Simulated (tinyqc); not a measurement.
Inside a calculation. Method: tight binding, kagome lattice. Computed by tinyqc, a small Python program that keeps every step. Settings: t1 = 0.91, t2 = 0.54, delta = 0, bands filled = 1. Command: `OMP_NUM_THREADS=1 python tinyqc.py 28419 28420 out.jsonl` (the two numbers bound the seeds that draw the settings). One thread of a shared host (Intel(R) Xeon(R) Processor @ 2.60GHz), about 0.01 s of CPU time with the checks.

## Bloch Hamiltonian at k

Parameters chosen for this model:
```
parameter     value                unit
t1         0.910000    eV, up triangles
t2         0.540000  eV, down triangles
delta             0        eV on site C
```

k point k (fractions of the reciprocal vectors): [-0.1000, 0.1800]

H_AB = -t1 - t2 exp(-i k.a1), H_AC = -t1 - t2 exp(-i k.a2), H_BC = -t1 - t2 exp(i k.(a1 - a2)), H_CC = delta.

H(k) at k (eV), order A, B, C:
```
[[0.0000, -1.3469-0.3174i, -1.1399+0.4886i],
 [-1.3469+0.3174i, 0.0000, -0.8088+0.5304i],
 [-1.1399-0.4886i, -0.8088-0.5304i, 0.0000]]
```

## Levels at k

Diagonalise the Hermitian matrix.

eigenvalues (eV): [-2.4018, 0.9518, 1.4500]

weights |c|^2 of the basis functions, order A, B, C:
```
[[0.3742, 0.0177, 0.6081],
 [0.3275, 0.3784, 0.2941],
 [0.2983, 0.6038, 0.0978]]
```

## Bloch Hamiltonian at K

k point K (fractions of the reciprocal vectors): [0.3333, 0.6667]

As before.

H(k) at K (eV), order A, B, C:
```
[[0.0000, -0.6400+0.4677i, -0.6400-0.4677i],
 [-0.6400-0.4677i, 0.0000, -0.6400+0.4677i],
 [-0.6400+0.4677i, -0.6400-0.4677i, 0.0000]]
```

## Levels at K

As before.

eigenvalues (eV): [-1.2800, -0.1700, 1.4500]

weights |c|^2 of the basis functions, order A, B, C:
```
[[0.3333, 0.3333, 0.3333],
 [0.3333, 0.3333, 0.3333],
 [0.3333, 0.3333, 0.3333]]
```

## Bands along a path

The same steps at evenly spaced points between the labelled ones.

Bands along the path (eV):
```
k           band 1   band 2  band 3
G          -2.9000   1.4500  1.4500
G-K 0.25   -2.7190   1.2690  1.4500
G-K 0.50   -2.2329   0.7829  1.4500
G-K 0.75   -1.6191   0.1691  1.4500
K          -1.2800  -0.1700  1.4500
K-M 0.25   -1.3514  -0.0986  1.4500
K-M 0.50   -1.4809   0.0309  1.4500
K-M 0.75   -1.5822   0.1322  1.4500
M          -1.6191   0.1691  1.4500
M-K' 0.25  -1.5822   0.1322  1.4500
M-K' 0.50  -1.4809   0.0309  1.4500
M-K' 0.75  -1.3514  -0.0986  1.4500
K'         -1.2800  -0.1700  1.4500
```

With 1 band(s) filled, the highest filled level on these points lies at K and the lowest empty one at K: a gap of 1.1100 eV, direct.
